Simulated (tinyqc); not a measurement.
From results to parameters: Hueckel model of a polar double bond. Computed by the program tinyqc.

Problem. A C=X pi bond in Hueckel theory has H_XX = alpha + h beta, H_CC = alpha and H_CX = k beta, with two electrons. Find h, k, the charge on carbon and the bond order.

x values of the two levels (E = alpha + x beta): 1.800445  -0.220445

Solution. The sum of the x values is h and their product is -k^2; the charge on carbon is h/sqrt(h^2 + 4k^2) and the bond order 2k/sqrt(h^2 + 4k^2).

h, k: 1.580  0.630
charge on carbon, bond order: 0.782  0.623
